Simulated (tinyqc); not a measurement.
Kinetic Monte Carlo and master equation for a particle on a ring of sites with traps and bias: one step, computed by the program tinyqc.

8 sites on a ring, numbered 1 to 8. The saddle between i and i+1 lies at E0 + s b_i and site i at s eps_i; a force F tilts the landscape, with the saddle half-way.

Problem. Steady state. Master equation dP/dt = W P, W_(i+1,i) = k right, W_(i-1,i) = k left, columns summing to zero. The steady state is its null vector; drift v = a sum P_i (k right - k left). D = a^2 lambda''(0)/2, where lambda(q) is the leading eigenvalue of W with right hops weighted by exp(q) and left hops by exp(-q). The slowest relaxation rate is minus the real part of the next eigenvalue of W. 1 angstrom = 1e-8 cm.

Inputs (values chosen for the exercise, for a model defect): temperature T = 520 K; site spacing a = 2.1 angstrom.

Disorder: both.

Rates, shares of right hops and mean stays:
```
site  k right (1/s)  k left (1/s)  share right  mean stay (s)
1          110938.5      29078.34    0.7923226   7.141996e-06
2          173348.5      42494.38    0.8031235   4.633000e-06
3           37168.9      22246.77    0.6255743   1.683056e-05
4          348558.7      38865.48    0.8996824   2.581150e-06
5          288977.6      85445.15    0.7717950   2.670778e-06
6           63501.7      11364.27    0.8482052   1.335720e-05
7          173348.5      97035.61    0.6411194   3.698442e-06
8          413907.6      42494.38    0.9068926   2.191051e-06
```

Constants: k_B = 8.617333262e-05 eV/K.

Give: occupations P_i; drift velocity v; diffusivity D; slowest relaxation rate.

Solution.

occupations P_i: 0.13051  0.09984  0.31785  0.04060  0.04581  0.26413  0.06736  0.03390

drift velocity v = 0.0017197 cm/s

diffusivity D = 4.1567e-11 cm^2/s

slowest relaxation rate = 59708 1/s
